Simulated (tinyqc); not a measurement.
## Doping from the ideality factor

Problem. For thermionic-field emission over a Schottky barrier the ideality factor is n = u coth(u) with u = E00/Vt and E00 = (hbar/2) sqrt(Nd/(me m0 eps0 eps_r)) in SI units (volts). Find u, E00 and Nd.

Parameters, values chosen for the exercise; band and dielectric values those of a made-up semiconductor: temperature T = 300 K; electron mass me = 0.462 m0; relative permittivity eps_r = 8.23.

Constants: q = 1.602176634e-19 C, kB = 1.380649e-23 J/K, eps0 = 8.8541878128e-12 F/m, hbar = 1.054571817e-34 J s, m0 = 9.1093837015e-31 kg, Vt = kB T/q. Results are converted to the units shown.

n = 1.4915743

Answer. u coth(u) rises steadily from 1, so n fixes u; the definition of E00 then gives Nd.

u = 1.276
E00 = 32.98 meV
Nd = 1.200e19 cm^-3

Program tinyqc, `OMP_NUM_THREADS=1 python tinyqc.py 2640160 2640161 out.jsonl`; Intel Xeon 2.30GHz, shared host, one thread, about 0.06 s.
